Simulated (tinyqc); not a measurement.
Worked calculation: finite-difference solution of the diffusion equation on a small grid. Computed by tinyqc, a small Python program that keeps every step. Command: `OMP_NUM_THREADS=1 python tinyqc.py 3018654 3018655 out.jsonl fdiff walk`. One thread of a shared host (Intel(R) Xeon(R) Processor @ 2.30GHz), about 0.01 s of CPU time with the checks. Intermediate numbers are printed to about 6 digits and carried at full precision; extremes and crossings named in words are read from the listed rows.

dC/dt = D d2C/dx2 on nodes x_j = j dx, j = 0..8; the far end is sealed.

Inputs (values chosen for the exercise):
```
quantity          value    unit
diffusivity D      0.58  nm^2/s
grid spacing dx      50      nm
time step dt       1100       s
final time t_f     8800       s
loss velocity h  0.0011    nm/s
```

Boundary at x = 0: surface loss. Scheme: explicit.

start values C_j, j = 0, 1, ... (% of a reference): 53.5  100  79.4  12.8  5.49  0  0  0  0

## Mesh ratio and operator

The operator M acts as (M C)_j = C_(j-1) - 2 C_j + C_(j+1); at the sealed far end a mirror node gives 2 C_(N-2) - 2 C_(N-1); at j = 0, the outward flux h C_0 gives 2 C_1 - (2 + 2 h dx/D) C_0. r = D dt/dx^2.

mesh ratio r = 0.2552

operator M:
```
          0         1         2         3         4         5         6         7
0  -2.18966   2.00000   0.00000   0.00000   0.00000   0.00000   0.00000   0.00000
1   1.00000  -2.00000   1.00000   0.00000   0.00000   0.00000   0.00000   0.00000
2   0.00000   1.00000  -2.00000   1.00000   0.00000   0.00000   0.00000   0.00000
3   0.00000   0.00000   1.00000  -2.00000   1.00000   0.00000   0.00000   0.00000
4   0.00000   0.00000   0.00000   1.00000  -2.00000   1.00000   0.00000   0.00000
5   0.00000   0.00000   0.00000   0.00000   1.00000  -2.00000   1.00000   0.00000
6   0.00000   0.00000   0.00000   0.00000   0.00000   1.00000  -2.00000   1.00000
7   0.00000   0.00000   0.00000   0.00000   0.00000   0.00000   1.00000  -2.00000
8   0.00000   0.00000   0.00000   0.00000   0.00000   0.00000   0.00000   2.00000

          8
0   0.00000
1   0.00000
2   0.00000
3   0.00000
4   0.00000
5   0.00000
6   0.00000
7   1.00000
8  -2.00000
```

## Amplification factors

The mode of M with eigenvalue mu has its amplitude multiplied per step by g = (1 + (1 - theta) r mu)/(1 - theta r mu), with theta = 0 explicit, 1 implicit, 1/2 Crank-Nicolson; the explicit scheme is stable for r up to 2/|mu_min|.

eigenvalues mu of M: -4.01551  -3.87192  -3.43798  -2.78905  -2.02364  -1.25820  -0.60917  -0.17479  -0.00938

factors g: -0.024759  0.011885  0.122627  0.288233  0.483568  0.678908  0.844540  0.955393  0.997605

largest stable r of the explicit scheme = 0.498068

The smallest factor is -0.025: the shortest waves flip sign at each step while they decay.

## Time step 1

C at the start (%): 53.50  100.00  79.40  12.80  5.49  0.00  0.00  0.00  0.00

With r = D dt/dx^2: (1 - theta r M) C(new) = (1 + (1 - theta) r M) C(old); theta = 0 explicit, 1 implicit, 1/2 Crank-Nicolson.

C after step 1 (%): 74.6442  82.8761  67.6608  27.9308  5.9545  1.4010  0.0000  0.0000  0.0000

## Time step 2

The formulas are those given above.

C after step 2 (%): 75.2330  76.8924  61.4046  32.4615  10.4008  2.2055  0.3575  0.0000  0.0000

## All steps

The run takes n = round(t_f/dt) steps of length t_f/n. The dose is the trapezoidal sum of C dx; the error is the largest difference from exp(M D t/dx^2) C(0), the exact time evolution on the same grid.

Course of the run:
```
step  t (s)      C_1      C_4  dose (% nm)  largest error
1      1100  82.8761   5.9545      11157.3        7.92789
2      2200  76.8924  10.4008      11066.9        4.75016
3      3300  72.5164  13.9393      10975.9        2.25612
4      4400  68.7845  16.5333      10888.3        1.29619
5      5500  65.4732  18.4872      10804.8        1.09370
6      6600  62.4966  20.0041      10725.5        1.00114
7      7700  59.8035  21.2054      10650.1        0.90234
8      8800  57.3551  22.1668      10578.2        0.86417
```

C at the end (%): 56.7308  57.3551  49.2196  35.9351  22.1668  11.4237  4.8664  1.7715  0.9210

largest error at t_f = 0.864174 %

final dose = 10578.2 % nm

final C_4 = 22.1668 %

The time-step error at the end is 0.86 on a scale of 57.4. The dose falls through the surface.

## The three schemes as the step is halved

Each run reaches t_f in n equal steps; errors are the largest difference from exp(M D t_f/dx^2) C(0). A dash marks unstable explicit runs.

Largest error at t_f (%):
```
steps n         r  explicit  implicit  Crank-Nicolson
4        0.510400         -   1.71804     1.20259e-01
8        0.255200  0.864174   0.85513     2.89960e-02
16       0.127600  0.427416   0.42643     7.17907e-03
32       0.063800  0.213190   0.21303     1.79042e-03
64       0.031900  0.106529   0.10650     4.47335e-04
128      0.015950  0.053255   0.05325     1.11817e-04
256      0.007975  0.026626   0.02662     2.79531e-05
```

From the last two rows, halving the step divides the error by 2.00 (explicit), 2.00 (implicit), 4.00 (Crank-Nicolson): a factor 2 marks first order in dt and 4 second order. The explicit scheme needs n of at least 5 to be stable; the other two are stable at any step.

Checks made by the program: matrix exponential against 4096 Crank-Nicolson steps (relative difference 2e-09).
